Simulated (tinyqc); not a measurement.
# Segregation gettering against temperature

Model: solubility, supersaturation, precipitation and gettering of an impurity in a silicon-like host. Computed by tinyqc, a small Python program. Command: `OMP_NUM_THREADS=1 python tinyqc.py 3011289 3011290 out.jsonl ripen sweep`. One thread of a shared host (Intel(R) Xeon(R) Processor @ 2.30GHz), about 0.01 s of CPU time with the checks.

The wafer was saturated at T1 and is then held at T.

Inputs (values chosen for the exercise, modelled on gold in silicon):
```
quantity                                   value        unit
site density N0                            5e+22      1/cm^3
enthalpy of solution H                      1.92          eV
entropy of solution S                        2.7         k_B
diffusion prefactor D0                    0.0002      cm^2/s
migration energy Q                          1.13          eV
temperature of saturation T1                1325           K
impurity density in the precipitate C_p  4.8e+22      1/cm^3
interface energy gamma                      0.49       J/m^2
anneal time t                               2800           s
wafer thickness w                            775  micrometre
segregation energy E_g                      0.44          eV
segregation prefactor k_0                   0.02           -
getter layer thickness t_g                  0.44  micrometre
```

Gettering: segregation gettering in a layer.

Constants: k_B = 8.617333262e-05 eV/K; k_B = 1.380649e-23 J/K.

Method. C_eq(T) = N0 exp(S/k_B - H/(k_B T)); D(T) = D0 exp(-Q/(k_B T)); C0 = C_eq(T1). Supersaturation s = C0/C_eq(T); critical radius r* = 2 gamma/(C_p k_B T ln s); barrier W* = (4 pi/3) gamma r*^2. Strain energy is left out. k = k_0 exp(E_g/(k_B T)); in equilibrium the bulk keeps C/C0 = 1/(1 + k t_g/w). For a strong sink on one face the slowest diffusion mode has tau_w = 4 w^2/(pi^2 D), and C/C0 is estimated as c_eq + (1 - c_eq)(8/pi^2) sum over odd m up to 99 of exp(-m^2 t/tau_w)/m^2. Precipitation is left out here.

One run for each value:
```
anneal temperature T (K)  mean C/C0 at t  equilibrium C/C0  tau_w (s)  segregation coefficient k
662                               0.9999            0.9752  4.875e+09                      44.74
737                               1.0000            0.9885  6.494e+08                      20.41
812                               1.0000            0.9939  1.256e+08                      10.76
886                               1.0000            0.9964  3.259e+07                       6.37
961                               1.0000            0.9977  1.027e+07                       4.06
1040                              1.0000            0.9985  3.641e+06                       2.71
1110                              1.0000            0.9989  1.644e+06                       1.99
1180                              1.0000            0.9991  8.158e+05                       1.51
1260                              1.0000            0.9993  4.028e+05                       1.15
```

Over the rows, mean C/C0 at t goes from 1.000 through a maximum among these rows, 1.000 at 886, to 1.000; equilibrium C/C0 rises from 0.975 to 0.999 (exponent d ln y / d ln x 0.13 between the first rows and 0.0031 between the last); tau_w (s) falls from 4.88e9 to 403000 (exponent d ln y / d ln x -19 between the first rows and -11 between the last). Cooling raises k but slows diffusion.

Caution (rows 662, 737, 812, 886, 961, 1040, 1110): the barrier to homogeneous nucleation is below 35 k_B T for these inputs, so new precipitates would form and outnumber the fixed sinks assumed here. Caution (rows 662, 737, 812, 886, 961, 1040): for so short a time the series is cut off too early to be exact.

Extremes, crossings and ranges named in words are read from the listed rows.
